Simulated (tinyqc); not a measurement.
Worked calculation: Hubbard chain of 5 sites. One step of it, computed by the program tinyqc.

Problem. Mean-field iteration 2. H(up) = T + U n(down), H(down) = T + U n(up); fill the lowest levels; n(new) = n + mixing (n(out) - n); E = tr T (rho up + rho down) + U sum n_up n_down of the output.

one-body matrix (hopping and site energies) (eV), order 1, 2, 3, 4, 5:
```
[[0.000000, -1.910000, 0.000000, 0.000000, 0.000000],
 [-1.910000, 0.000000, -1.910000, 0.000000, 0.000000],
 [0.000000, -1.910000, 0.000000, -1.910000, 0.000000],
 [0.000000, 0.000000, -1.910000, 0.000000, -1.910000],
 [0.000000, 0.000000, 0.000000, -1.910000, 0.000000]]
```

U = 3.100000 eV

electrons, up and down: [3, 3]

mixing = 0.500000

n(up) after iteration 1: [0.919726, 0.207775, 0.894998, 0.207775, 0.919726]

n(down) after iteration 1: [0.321941, 0.867225, 0.346668, 0.867225, 0.321941]

Give: levels, up; levels, down; energy; n(up) after iteration 2; n(down) after iteration 2.

Solution.

levels, up (eV): [-1.540, -0.245, 1.024, 3.932, 5.277]

levels, down (eV): [-1.757, -0.458, 2.825, 3.953, 5.202]

energy = -4.459 eV

n(up) after iteration 2: [0.855, 0.273, 0.819, 0.273, 0.855]

n(down) after iteration 2: [0.416, 0.785, 0.460, 0.785, 0.416]
